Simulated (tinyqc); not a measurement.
Inside a calculation. Model: n-type polysilicon, carrier trapping at grain boundaries.

Computed by the program tinyqc: `OMP_NUM_THREADS=1 python tinyqc.py 2830294 2830295 out.jsonl`, one thread of a shared Intel Xeon 2.30GHz, about 0.03 s for the whole run. Printed values are rounded.

One-dimensional grains of size Lg, uniform ionised doping N, monovalent traps Qt at each boundary at a depth Et below (for electrons) or above (for holes) the band edge there, abrupt depletion of width W on each side of a boundary, Boltzmann statistics. xi is the distance from the band edge at the grain centre to the Fermi level. Trapped charge Qt/(1 + exp((xi + VB - Et)/Vt)) = 2 N W, barrier VB = q N W^2/(2 eps0 eps_r).

Inputs (values chosen for the exercise); values of the order met in polycrystalline silicon:
```
symbol    value        unit                                                              meaning
T           350           K                                                          temperature
eps_r      11.7                                                            relative permittivity
NB      3.53e19       cm^-3                               conduction-band density of states at T
Lg          160          nm                                                           grain size
Qt       5.9e11       cm^-2                                     trap density of a grain boundary
Et         0.42          eV  depth of the trap level from the majority band edge at the boundary
ms         0.55          m0                                         mass for thermionic emission
fe         0.12                                           correction factor of the emission rate
mug          57  cm^2/(V s)                                           mobility inside the grains
N        2.5e17       cm^-3                                                               doping
```

Constants: q = 1.602176634e-19 C, kB = 1.380649e-23 J/K, m0 = 9.1093837015e-31 kg, Vt = kB T/q, eps0 = 8.8541878128e-14 F/cm where lengths are in cm. Results are converted to the units shown.

Range of the model: VB is below Vt, where abrupt depletion and thermionic emission are rough.

## Starting value

W = 7.1 nm.

W at the start = 7.1 nm

## Iteration 1: new W

Partly depleted grain, xi = Vt ln(NB/N): f = 1/(1 + exp((xi + VB - Et)/Vt)), g = Qt f - 2 N W, g' = -2 Qt f (1 - f) VB/(W Vt) - 2 N, W(new) = W - g/g'.

VB = 0.009745464 V
f = 0.9998253
g = 2.348969e11 cm^-2
g' = -5.000938e10 cm^-2/nm
W after iteration 1 = 11.79706 nm

## Iteration 2: new W

As before.

VB = 0.02690501 V
f = 0.9996914
g = -3.491628e7 cm^-2
g' = -5.002753e10 cm^-2/nm
W after iteration 2 = 11.79636 nm

## Course of the iteration

Stop when the step is below 1e-10 nm, or after 40 iterations.

Course of the iteration:

| iteration | W before the step (nm) | step (nm) |
|---|---|---|
| 1 | 7.1 | 4.70 |
| 2 | 11.79706 | -6.98e-4 |
| 3 | 11.79636 | -3.16e-11 |

Converged in 3 iterations.

## Depletion width, Fermi level and barrier

If the trap equation with xi = Vt ln(NB/N) has a root W < Lg/2, the grain is partly depleted; otherwise W = Lg/2 and the trap equation gives xi = Et - VB + Vt ln(Qt/(N Lg) - 1). N* = Qt/Lg.

N* = 3.687500e16 cm^-3
W = 11.79636 nm
xi = 0.1493006 V
VB = 0.02690183 V
share of traps filled = 0.9996914

N is 6.78 N*, and the grain is partly depleted; VB = 0.892 Vt.

## Resistivity and effective mobility

n0 = NB exp(-xi/Vt); mean density n0 (1 - 2 W/Lg) by charge balance in a partly depleted grain, and n0 (sqrt(pi)/2) erf(u)/u with u = sqrt(VB/Vt) in a fully depleted one; v = sqrt(kB T/(2 pi ms m0)); barrier resistivity Vt exp(VB/Vt)/(q fe n0 v Lg); grain resistivity (1 - 2 W/Lg)/(q n0 mug); effective mobility 1/(q mean density total resistivity).

n0 = 2.5e17 cm^-3
mean density = 2.131364e17 cm^-3
v = 3.917959e6 cm/s
barrier resistivity = 0.2442298 ohm cm
grain resistivity = 0.3734155 ohm cm
resistivity = 0.6176453 ohm cm
effective mobility = 47.41250 cm^2/(V s)

The resistivity is 1.41 times that of a single crystal with the same N and mobility mug, and the mean density is 85.3 % of N.
